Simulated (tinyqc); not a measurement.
RHF in the sto-3g basis, for BeH2, spin multiplicity 1, step by step. One step of it, computed by the program tinyqc.

Task: Iteration 1: diagonalisation and new density. Diagonalise F' = X^T F X, C = X C', fill 3 alpha and 3 beta electrons from the bottom; D = 2 C_occ C_occ^T. Each column has its largest component positive (the first on a tie).

Fock matrix F (hartree), order 1Be 1s, 1Be 2s, 1Be 2px, 1Be 2py, 1Be 2pz, 2H 1s, 3H 1s:
```
[[-4.000540, -1.169454, 0.000000, 0.000000, 0.001632, -0.182035, -0.182035],
 [-1.169454, -0.480567, 0.000000, 0.000000, -0.015826, -0.255419, -0.255419],
 [0.000000, 0.000000, 0.426438, 0.000000, 0.000000, 0.000000, 0.000000],
 [0.000000, 0.000000, 0.000000, -0.079817, 0.000000, -0.231403, 0.231403],
 [0.001632, -0.015826, 0.000000, 0.000000, 0.425280, -0.009177, -0.009177],
 [-0.182035, -0.255419, 0.000000, -0.231403, -0.009177, -0.142989, -0.010213],
 [-0.182035, -0.255419, 0.000000, 0.231403, -0.009177, -0.010213, -0.142989]]
```

X, order 1Be 1s, 1Be 2s, 1Be 2px, 1Be 2py, 1Be 2pz, 2H 1s, 3H 1s:
```
[[1.028496, -0.149736, 0.000000, 0.000000, -0.000643, 0.020801, 0.020801],
 [-0.149736, 1.148122, 0.000000, 0.000000, 0.005525, -0.215309, -0.215309],
 [0.000000, 0.000000, 1.000000, 0.000000, 0.000000, 0.000000, 0.000000],
 [0.000000, 0.000000, 0.000000, 1.206483, 0.000000, -0.299212, 0.299212],
 [-0.000643, 0.005525, 0.000000, 0.000000, 1.000251, -0.009832, -0.009832],
 [0.020801, -0.215309, 0.000000, -0.299212, -0.009832, 1.162202, -0.051864],
 [0.020801, -0.215309, 0.000000, 0.299212, -0.009832, -0.051864, 1.162202]]
```

Give: F' = X^T F X; orbital energies; coefficients C; D after iteration 1.

Result:

F' = X^T F X (hartree):
```
[[-3.8949, -0.6540, 0.0000, 0.0000, 0.0026, -0.0053, -0.0053],
 [-0.6540, -0.1063, 0.0000, 0.0000, -0.0086, -0.2151, -0.2151],
 [0.0000, 0.0000, 0.4264, 0.0000, 0.0000, 0.0000, 0.0000],
 [0.0000, 0.0000, 0.0000, 0.1942, 0.0000, -0.3033, 0.3033],
 [0.0026, -0.0086, 0.0000, 0.0000, 0.4257, -0.0114, -0.0114],
 [-0.0053, -0.2151, 0.0000, -0.3033, -0.0114, 0.0690, -0.0572],
 [-0.0053, -0.2151, 0.0000, 0.3033, -0.0114, -0.0572, 0.0690]]
```

orbital energies (hartree): [-4.0054, -0.2911, -0.2701, 0.3065, 0.4264, 0.4264, 0.5905]

coefficients C, order 1Be 1s, 1Be 2s, 1Be 2px, 1Be 2py, 1Be 2pz, 2H 1s, 3H 1s:
```
[[0.9895, -0.2165, 0.0000, -0.2345, -0.0054, 0.0000, 0.0000],
 [0.0391, 0.6102, 0.0000, 1.0287, 0.0355, 0.0000, 0.0000],
 [0.0000, 0.0000, 0.0000, 0.0000, 0.0000, 1.0000, 0.0000],
 [0.0000, 0.0000, 0.5079, 0.0000, 0.0000, 0.0000, 1.1733],
 [-0.0001, 0.0188, 0.0000, -0.0299, 0.9997, 0.0000, 0.0000],
 [-0.0040, 0.3970, 0.4275, -0.7093, -0.0506, 0.0000, -0.8023],
 [-0.0040, 0.3970, -0.4275, -0.7093, -0.0506, 0.0000, 0.8023]]
```

D after iteration 1, order 1Be 1s, 1Be 2s, 1Be 2px, 1Be 2py, 1Be 2pz, 2H 1s, 3H 1s:
```
[[2.0521, -0.1868, 0.0000, 0.0000, -0.0084, -0.1798, -0.1798],
 [-0.1868, 0.7477, 0.0000, 0.0000, 0.0229, 0.4841, 0.4841],
 [0.0000, 0.0000, 0.0000, 0.0000, 0.0000, 0.0000, 0.0000],
 [0.0000, 0.0000, 0.0000, 0.5160, 0.0000, 0.4343, -0.4343],
 [-0.0084, 0.0229, 0.0000, 0.0000, 0.0007, 0.0149, 0.0149],
 [-0.1798, 0.4841, 0.0000, 0.4343, 0.0149, 0.6807, -0.0503],
 [-0.1798, 0.4841, 0.0000, -0.4343, 0.0149, -0.0503, 0.6807]]
```
